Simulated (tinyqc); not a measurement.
What moves the results: free and nearly free electrons in a metal. A value that a table varies takes the place of the one given here.

The cubic cell holds 4 atoms: n = 4 z/a^3, kF = (3 pi^2 n)^(1/3), EF = c kF^2/m, vF = 2 c kF/(m hbar), c = hbar^2/2m0; rs = (3/(4 pi n))^(1/3)/a0; D(EF) = 3 n/(2 EF).

Square wire of width w with grain size w: rho/rho0 = 1/(1 - 3 al/2 + 3 al^2 - 3 al^3 ln(1 + 1/al)) + (3/4) (1 - p) l/w, with al = (l/w) Rg/(1 - Rg) (Mayadas-Shatzkes plus the thick-wire form of Fuchs-Sondheimer); l = hbar kF/(n e^2 rho), e = 1.602176634e-19 C.

Constants: hbar^2/2m0 = 3.80998211 eV angstrom^2; hbar = 6.58211957e-16 eV s; a0 (Bohr radius) = 0.5291772105 angstrom.

Parameters, chosen for this exercise (near those of Al; shifted at random, so the results belong to these values and not to a real crystal):
- a = 4.051 angstrom (fcc lattice constant)
- z = 3 (free electrons an atom)
- m = 1 m0 (mass)
- rho = 2.84 micro-ohm cm (bulk resistivity)
- p = 0.2 (specularity of the surfaces)
- Rg = 0.24 (reflection at grain boundaries)
- w = 30 nm (wire width)

## Resistivity of narrow wires

Wires:

| w (nm) | al | grain term (factor - 1) | surface term | rho (micro-ohm cm) |
|---|---|---|---|---|
| 200 | 0.022 | 0.033 | 0.042 | 3.05 |
| 100 | 0.044 | 0.065 | 0.084 | 3.26 |
| 50 | 0.088 | 0.129 | 0.168 | 3.68 |
| 30 | 0.147 | 0.213 | 0.280 | 4.24 |
| 20 | 0.221 | 0.317 | 0.420 | 4.93 |
| 14 | 0.316 | 0.448 | 0.600 | 5.82 |
| 10 | 0.442 | 0.622 | 0.841 | 6.99 |
| 7 | 0.632 | 0.880 | 1.201 | 8.75 |

l = 14.01 nm

What does this show, and why?

At 7 nm the resistivity is 3.08 times the bulk value; surfaces add more (0.88 from grains, 1.20 from surfaces). It passes twice the bulk value between 20 and 14 nm. The surface formula is meant for w above l = 14 nm, so the rows below that are rough.

## What sets the wire resistivity

All results formed anew. Each row changes one parameter from the base and keeps the others.

Results:

| case | EF (eV) | l (nm) | wire rho (micro-ohm cm) |
|---|---|---|---|
| base | 11.647 | 14.01 | 4.241 |
| a = 4.173 angstrom | 10.976 | 14.87 | 4.326 |
| m = 1.2 m0 | 9.706 | 14.01 | 4.241 |
| rho = 3.408 micro-ohm cm | 11.647 | 11.68 | 4.812 |
| p = 0.5 | 11.647 | 14.01 | 3.943 |
| Rg = 0.168 | 11.647 | 14.01 | 4.027 |
| w = 21 nm | 11.647 | 14.01 | 4.835 |

What can be read from the table?

The largest shifts from the base row, up to three for each result and ties (the steps differ in size, so this ranks the rows, not the parameters). EF (eV): m -1.941, a -0.671; unchanged at the printed digits by rho, p, Rg and w. l (nm): rho -2.34, a +0.86; unchanged at the printed digits by m, p, Rg and w. wire rho (micro-ohm cm): w +0.593, rho +0.570, p -0.298; unchanged at the printed digits by m. The mass drops out of l at given rho, because vF falls and tau rises by the same factor.

(tinyqc, `OMP_NUM_THREADS=1 python tinyqc.py 1652520 1652521 out.jsonl`, Intel(R) Xeon(R) Processor @ 2.30GHz, 1 thread, shared host, about 0.01 s.)
